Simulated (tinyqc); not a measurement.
Schottky barrier on an n-type semiconductor with a doping step, non-linear Poisson equation by Newton steps: two steps of the calculation.

One dimension, metal at x = 0, donor density C(x) = N1 for x < x1 and Nd beyond. Energies are counted from the electron Fermi level of the semiconductor and the conduction-band edge is Ec = -psi, so n = Nc exp(psi/Vt); holes follow the Fermi level of the metal, at -V, so p = Nv exp((V - psi - Eg)/Vt). Ends: psi(0) = V - phiB and psi = Vt ln(Nd/Nc) deep inside. Boltzmann statistics, full ionisation, no current, no image force in the Poisson equation.

Inputs (values chosen for the exercise); band and dielectric values those of a made-up semiconductor: temperature T = 300 K; band gap Eg = 1.17 eV; conduction-band density of states at T Nc = 2.54e19 cm^-3; valence-band density of states at T Nv = 3.29e19 cm^-3; bias of the metal against the semiconductor V = 0 V.

Constants: q = 1.602176634e-19 C, kB = 1.380649e-23 J/K, Vt = kB T/q. Results are converted to the units shown.

Question 1. Densities, residual and Jacobian diagonal. n_i = Nc exp(psi_i/Vt), p_i = Nv exp((V - psi_i - Eg)/Vt), rho_i = p_i - n_i + C_i, g_i = (n_i + p_i)/Vt. Box widths w_i = (h_(i-1) + h_i)/2 in cm. Residual F_i = a_i (psi_(i+1) - psi_i) - a_(i-1) (psi_i - psi_(i-1)) + q rho_i w_i; Jacobian: a_(i-1) and a_i beside the diagonal, b_i = -a_(i-1) - a_i - q g_i w_i on it. The two end nodes are fixed.

| node | x (nm) | psi after iteration 1 (V) | donor density C (cm^-3) |
|---|---|---|---|
| 0 | 0 | -0.60000000 | 3.9e16 |
| 1 | 6.9 | -0.54028519 | 3.9e16 |
| 2 | 14.5 | -0.50683283 | 3.9e16 |
| 3 | 23 | -0.47703510 | 3.9e16 |
| 4 | 32.4 | -0.44787541 | 1.3e17 |
| 5 | 42.8 | -0.41858861 | 1.3e17 |
| 6 | 54.3 | -0.38829053 | 1.3e17 |
| 7 | 67.1 | -0.35623439 | 1.3e17 |
| 8 | 81.3 | -0.32214771 | 1.3e17 |
| 9 | 97 | -0.28591160 | 1.3e17 |
| 10 | 114 | -0.24826014 | 1.3e17 |
| 11 | 134 | -0.20629998 | 1.3e17 |
| 12 | 155 | -0.16604396 | 1.3e17 |
| 13 | 179 | -0.12936247 | 1.3e17 |
| 14 | 205 | -0.13636852 | 1.3e17 |

| interval | coupling a_i (F/cm^2) |
|---|---|
| 0 | 1.3730407e-6 |
| 1 | 1.2465764e-6 |
| 2 | 1.1145860e-6 |
| 3 | 1.0078703e-6 |
| 4 | 9.1095971e-7 |
| 5 | 8.2382443e-7 |
| 6 | 7.4015476e-7 |
| 7 | 6.6718176e-7 |
| 8 | 6.0343828e-7 |
| 9 | 5.5729300e-7 |
| 10 | 4.7369905e-7 |
| 11 | 4.5114195e-7 |
| 12 | 3.9474921e-7 |
| 13 | 3.6438388e-7 |

Wanted: n; p; residual F; diagonal b.

Answer 1.

| node | n (cm^-3) | p (cm^-3) |
|---|---|---|
| 0 | 2.1148e9 | 8.7421e9 |
| 1 | 2.1303e10 | 8.6787e8 |
| 2 | 7.7699e10 | 2.3795e8 |
| 3 | 2.4603e11 | 7.5145e7 |
| 4 | 7.6008e11 | 2.4324e7 |
| 5 | 2.3597e12 | 7.8350e6 |
| 6 | 7.6180e12 | 2.4269e6 |
| 7 | 2.6324e13 | 7.0232e5 |
| 8 | 9.8399e13 | 1.8789e5 |
| 9 | 3.9970e14 | 46256 |
| 10 | 1.7149e15 | 10781 |
| 11 | 8.6925e15 | 2126.9 |
| 12 | 4.1249e16 | 448.21 |
| 13 | 1.7047e17 | 108.46 |
| 14 | 1.3000e17 | 142.22 |

| node | residual F (1e-8 C/cm^2) | diagonal b (F/cm^2) |
|---|---|---|
| 1 | -3.5760 | -2.6196e-6 |
| 2 | -0.3459 | -2.3612e-6 |
| 3 | 0.1769 | -2.1225e-6 |
| 4 | 1.7910 | -1.9188e-6 |
| 5 | 2.1088 | -1.7348e-6 |
| 6 | 2.4071 | -1.5640e-6 |
| 7 | 2.7128 | -1.4076e-6 |
| 8 | 3.0239 | -1.2715e-6 |
| 9 | 3.3066 | -1.1648e-6 |
| 10 | 3.6918 | -1.0507e-6 |
| 11 | 3.8128 | -1.0353e-6 |
| 12 | 2.8312 | -1.4211e-6 |
| 13 | -3.3242 | -3.4003e-6 |

Question 2. Newton step. Solve the tridiagonal system a_(i-1) d_(i-1) + b_i d_i + a_i d_(i+1) = -F_i for nodes 1 to 13, with d = 0 on fixed nodes. Each component d is damped to sign(d) Vt ln(1 + |d|/Vt) before it is added.

| interval | coupling a_i (F/cm^2) |
|---|---|
| 0 | 1.3730407e-6 |
| 1 | 1.2465764e-6 |
| 2 | 1.1145860e-6 |
| 3 | 1.0078703e-6 |
| 4 | 9.1095971e-7 |
| 5 | 8.2382443e-7 |
| 6 | 7.4015476e-7 |
| 7 | 6.6718176e-7 |
| 8 | 6.0343828e-7 |
| 9 | 5.5729300e-7 |
| 10 | 4.7369905e-7 |
| 11 | 4.5114195e-7 |
| 12 | 3.9474921e-7 |
| 13 | 3.6438388e-7 |

| node | diagonal b (F/cm^2) | residual F (C/cm^2) |
|---|---|---|
| 1 | -2.6196173e-6 | -3.5759790e-8 |
| 2 | -2.3611628e-6 | -3.4587574e-9 |
| 3 | -2.1224577e-6 | 1.7694087e-9 |
| 4 | -1.9188347e-6 | 1.7909800e-8 |
| 5 | -1.7348002e-6 | 2.1087772e-8 |
| 6 | -1.5640366e-6 | 2.4071103e-8 |
| 7 | -1.4075568e-6 | 2.7128018e-8 |
| 8 | -1.2715317e-6 | 3.0238977e-8 |
| 9 | -1.1647814e-6 | 3.3066199e-8 |
| 10 | -1.0506544e-6 | 3.6917634e-8 |
| 11 | -1.0352785e-6 | 3.8127664e-8 |
| 12 | -1.4210883e-6 | 2.8312480e-8 |
| 13 | -3.4003012e-6 | -3.3241616e-8 |

| node | psi after iteration 1 (V) |
|---|---|
| 0 | -0.60000000 |
| 1 | -0.54028519 |
| 2 | -0.50683283 |
| 3 | -0.47703510 |
| 4 | -0.44787541 |
| 5 | -0.41858861 |
| 6 | -0.38829053 |
| 7 | -0.35623439 |
| 8 | -0.32214771 |
| 9 | -0.28591160 |
| 10 | -0.24826014 |
| 11 | -0.20629998 |
| 12 | -0.16604396 |
| 13 | -0.12936247 |
| 14 | -0.13636852 |

Wanted: Newton step d, before damping; psi after iteration 2.

Answer 2.

| node | Newton step d, before damping (V) |
|---|---|
| 1 | 0.0476 |
| 2 | 0.1288 |
| 3 | 0.2227 |
| 4 | 0.3247 |
| 5 | 0.4179 |
| 6 | 0.4955 |
| 7 | 0.5493 |
| 8 | 0.5685 |
| 9 | 0.5404 |
| 10 | 0.4547 |
| 11 | 0.2948 |
| 12 | 0.1145 |
| 13 | 0.0035 |

| node | psi after iteration 2 (V) |
|---|---|
| 0 | -0.6000 |
| 1 | -0.5133 |
| 2 | -0.4606 |
| 3 | -0.4185 |
| 4 | -0.3805 |
| 5 | -0.3451 |
| 6 | -0.3106 |
| 7 | -0.2760 |
| 8 | -0.2411 |
| 9 | -0.2061 |
| 10 | -0.1727 |
| 11 | -0.1412 |
| 12 | -0.1223 |
| 13 | -0.1261 |
| 14 | -0.1364 |

tinyqc, about 0.05 s, one thread, Intel Xeon 2.30GHz (shared host): `OMP_NUM_THREADS=1 python tinyqc.py 2020077 2020078 out.jsonl`
